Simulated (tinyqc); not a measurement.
Comparisons within one model: virtual-crystal alloy in the empirical-pseudopotential method. A value that a table varies takes the place of the one given here.

Empirical pseudopotential on the fcc lattice, atoms at +/- tau, tau = a (1,1,1)/8, no spin-orbit coupling. H(G,G') = c (2 pi/a)^2 |k + G|^2 delta + VS(q) cos(q.tau) + i VA(q) sin(q.tau), q = G - G', c = hbar^2/2m0; k and G in units of 2 pi/a; VS at |q|^2 = 3, 8, 11 and VA at 3, 4, 11, in rydberg, zero elsewhere. At each k the basis holds all G with |k + G|^2 up to 16; energies are counted from the fourth level at Gamma.

Virtual crystal A(1-x)B(x): a = (1 - x) a_A + x a_B. Rule linear: V = (1 - x) V_A + x V_B. Rule volume: V = [(1 - x) a_A^3 V_A + x a_B^3 V_B]/a^3, since a form factor is an atomic potential divided by the cell volume.

Constants: hbar^2/2m0 = 3.80998211 eV angstrom^2; Ry = 13.60569312 eV.

Inputs chosen for the exercise (classic local form factors of the size used for Si (A) and Ge (B), which place X and L only to a few tenths of an eV; the results hold for these values, not for the real material): a = (5.433, 5.658) angstrom (lattice constants of A, B); VSA = (-0.205, 0.041, 0.078) Ry (symmetric form factors of A); VAA = (0, 0, 0) Ry (antisymmetric form factors of A); VSB = (-0.228, 0.009, 0.061) Ry (symmetric form factors of B); VAB = (0, 0, 0) Ry (antisymmetric form factors of B); rule = volume (mixing rule).

## Gaps across the alloy

Gaps from the valence top to the fifth band at Gamma, at L = (1/2,1/2,1/2) and at the lowest of k = (f,0,0), f = 0.70, 0.75, ..., 1.00. Bowing C = 4 [(E(0) + E(1))/2 - E(1/2)].

Gaps (eV):

| x | Gamma | Delta/X | f of the minimum | L | lowest |
|---|---|---|---|---|---|
| 0.000 | 3.232 | 0.613 | 0.85 | 1.745 | Delta/X |
| 0.167 | 3.277 | 0.677 | 0.85 | 1.603 | Delta/X |
| 0.333 | 3.000 | 0.740 | 0.85 | 1.462 | Delta/X |
| 0.500 | 2.553 | 0.799 | 0.85 | 1.324 | Delta/X |
| 0.667 | 2.114 | 0.857 | 0.85 | 1.188 | Delta/X |
| 0.833 | 1.685 | 0.912 | 0.85 | 1.054 | Delta/X |
| 1.000 | 1.264 | 0.965 | 0.85 | 0.924 | L |

bowing (eV): Gamma -1.220, Delta/X -0.043, L 0.043

The lowest valley changes: Delta/X to L between x = 0.833 and 1.000. From A to B the Gamma gap moves by -1.97 eV, L by -0.82 eV and Delta/X by +0.35 eV; a move of Delta/X below about 0.4 eV is within the error of such form factors, sign included. The virtual crystal holds no disorder and no bond relaxation, so its bowing comes from the non-linear dependence on the mean potential and volume alone, and it may differ from measured bowing, which is positive in these alloys, in size and even in sign; crossings move with it; where the character of the fifth band at Gamma changes along x, its value mixes two levels.

## Two mixing rules

Gaps from the valence top to the fifth band at Gamma, at L = (1/2,1/2,1/2) and at the lowest of k = (f,0,0), f = 0.70, 0.75, ..., 1.00. Both rules agree at the ends.

Gaps (eV):

| x | Gamma, linear | Delta/X, linear | L, linear | Gamma, volume | Delta/X, volume | L, volume |
|---|---|---|---|---|---|---|
| 0.25 | 3.285 | 0.706 | 1.553 | 3.227 | 0.709 | 1.532 |
| 0.50 | 2.632 | 0.796 | 1.352 | 2.553 | 0.799 | 1.324 |
| 0.75 | 1.958 | 0.882 | 1.142 | 1.898 | 0.885 | 1.120 |

At x = 0.5 the volume rule moves Gamma by -79 meV, Delta/X by +4 meV and L by -28 meV, that is the bowing by -4 times these; the lattice constants differ by 4.1 %, and the rules would coincide for equal ones.

Run: tinyqc, `OMP_NUM_THREADS=1 python tinyqc.py 1051256 1051257 out.jsonl`; Intel(R) Xeon(R) Processor @ 2.30GHz, one thread, shared host; about 0.2 s of CPU time with all checks.
